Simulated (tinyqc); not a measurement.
Trapped share and trap depth from dynamic on-resistance.

Question. Traps remove the share ft of the electrons in the drain access (length Ld, sheet resistance Rsh before stress), so Ron grows by Rsh Ld ft/(1 - ft). The recovery time goes as T^(-2) exp(q Ea/(kB T)). Find ft and Ea.

Parameters, values chosen for the exercise:
```
symbol  value  unit              meaning
Ld          2    um  drain access length
```

Constants: q = 1.602176634e-19 C, kB = 1.380649e-23 J/K. Results are converted to the units shown.

Ron before and just after an off-state stress (ohm mm): [2.1756673, 2.3631383]
Rsh = 281.20650 ohm
recovery times at 300 and 370 K (s): [0.42, 0.0012279816]

Solution. The rise of Ron over Rsh Ld is ft/(1 - ft); ln(t T^2) is linear in 1/T.

ft = 0.2500
Ea = 0.7400 eV

tinyqc, about 0.03 s, one thread, Intel Xeon 2.30GHz (shared host): `OMP_NUM_THREADS=1 python tinyqc.py 2570149 2570150 out.jsonl`
